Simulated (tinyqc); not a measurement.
Worked calculation: dielectric confinement in a thin film (image charges). Values are carried at full precision from step to step, so a last printed digit may differ when a step is redone from the rounded ones.

A film |z| < t/2 of dielectric constant eps between half-spaces of dielectric constant e2; lam = (eps - e2)/(eps + e2), q = e^2/(4 pi eps0). The self-energy of a band edge is taken with the high-frequency value, e2 = eh, and the field of a fixed ion with the static one, e2 = eo. A charge at z has images lam^|n| at n t + (-1)^n z. Its self-energy is S(z) = (q/2 eps) sum over n >= 1 of lam^n [1/(n t - 2z) + 1/(n t + 2z)] for odd n and 2 lam^n/(n t) for even n; at the centre S(0) = -(q/(eps t)) ln(1 - lam).

Constants: e^2/(4 pi eps0) = 14.39964547 eV angstrom; hbar^2/2m0 = 3.80998211 eV angstrom^2; Ry = 13.60569312 eV.

Values chosen for the exercise (near those of an InGaAs film between layers of a low-k oxide; not measured data):
- t = 20 angstrom (film thickness)
- eps = 13.6 (dielectric constant of the film)
- eh = 2 (high-frequency dielectric constant outside)
- mz = 0.046 m0 (mass across the film)
- eo = 2.5 (static dielectric constant outside)
- m = 0.044 m0 (mass in the plane)

## Images for a charge at the centre

Give lam, the first five terms (q/eps) lam^n/(n t), their sum and the closed form.

lam = 0.7436

terms (meV): 39.37  14.64  7.26  4.05  2.41

sum of five = 67.71 meV
S(0) = 72.05 meV

The surroundings screen less than the film, so the images repel and each band edge moves outwards: the gap changes by about 2 S = +144 meV. The static value 2.5 would give S(0) = +61.9 meV.

## Self-energy across the film

S at 2z/t = 0, 0.2, 0.4, 0.6, 0.8 and 0.9, summed to n = 399.

Self-energy:

| 2z/t | z (angstrom) | S (meV) |
|---|---|---|
| 0.0 | 0.0 | 72.05 |
| 0.2 | 2.0 | 73.73 |
| 0.4 | 4.0 | 79.70 |
| 0.6 | 6.0 | 94.54 |
| 0.8 | 8.0 | 142.67 |
| 0.9 | 9.0 | 240.69 |

Towards the wall S diverges as (q lam/4 eps)/(distance), an artefact of the abrupt interface that the vanishing envelope makes harmless.

## Shift of the subband edge

First order: <S> over the envelope (2/t) cos^2(pi z/t), beside the confinement energy c (pi/t)^2/mz, c = hbar^2/2m0.

<S> = 80.79 meV
confinement energy = 2043.64 meV

|<S>| is 0.04 times the confinement energy; the first goes as 1/t and the second as 1/t^2, so they are equal at t = 506 angstrom.

## Binding of a donor

Donor at the centre, lam from the static eo, trial function cos(pi z/t) exp(-rho/l): E(l) = c/(m l^2) - (q/eps) times the integral over k of F(k t) (1 + (k l/2)^2)^(-3/2), with F(x) = F0 + 2 lam exp(-x) G/(1 - lam exp(-x)), F0 = 2[(1 - exp(-x/2))/x + x (1 + exp(-x/2))/(x^2 + 4 pi^2)], G = 2 sinh(x/2)[1/x - x/(x^2 + 4 pi^2)]; c = hbar^2/2m0. The binding energy is -E at the minimum, counted from the subband edge with its self-energy.

Minimise over l with and without images (lam = 0); Ry* = Ry m/eps^2.

Donor:

| case | l (angstrom) | binding (meV) | in Ry* |
|---|---|---|---|
| no images | 91.4 | 11.5 | 3.56 |
| with images | 50.5 | 77.1 | 23.82 |

Ry* = 3.24 meV

The images change the binding by +65.6 meV, against -2 (q/(eps t)) ln(1 - lam) = +123.8 meV for an orbit much smaller than t. At 300 K the binding is 3.0 kB T, which hinders ionisation.

## Checks

- S(0) from the series against the closed form, meV: both 72.05.
- F(2.3) for lam = 0.7436 from a direct sum over images against the closed form: both 0.9050.

Program tinyqc; command `OMP_NUM_THREADS=1 python tinyqc.py 1251777 1251778 out.jsonl`; about 0.06 s on one thread of a shared Intel(R) Xeon(R) Processor @ 2.30GHz.
